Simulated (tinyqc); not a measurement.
Schottky diode by thermionic emission with image-force lowering and series resistance: one step of the calculation.

Metal on an n-type semiconductor with one parabolic valley; V > 0 is forward bias (metal positive). I = I0 [exp(Vj/(n Vt)) - 1] with Vj = V - I Rs; I0 = S A* T^2 exp(-(phi - dphi)/Vt), the lowering dphi taken at zero bias.

Problem. Junction voltage. Newton step for g(Vj) = Vj + Rs I0 [exp(Vj/(n Vt)) - 1] - V = 0: Vj(new) = Vj - g/g', g' = 1 + Rs I0 exp(Vj/(n Vt))/(n Vt).

Values chosen for this exercise; band and dielectric values close to those of gallium arsenide:
- T = 250 K (temperature)
- n = 1.11 (ideality factor)
- Rs = 3.3 ohm (series resistance)
- V = 1.42 V (applied bias)

Constants: q = 1.602176634e-19 C, kB = 1.380649e-23 J/K, Vt = kB T/q. Results are converted to the units shown.

I0 = 1.1240910e-16 A
Vj after iteration 1 = 1.3960869 V

Wanted: Vj after iteration 2.

Solution.

Vj after iteration 2 = 1.372 V

Program tinyqc, `OMP_NUM_THREADS=1 python tinyqc.py 2640117 2640118 out.jsonl`; Intel Xeon 2.30GHz, shared host, one thread, about 0.01 s.
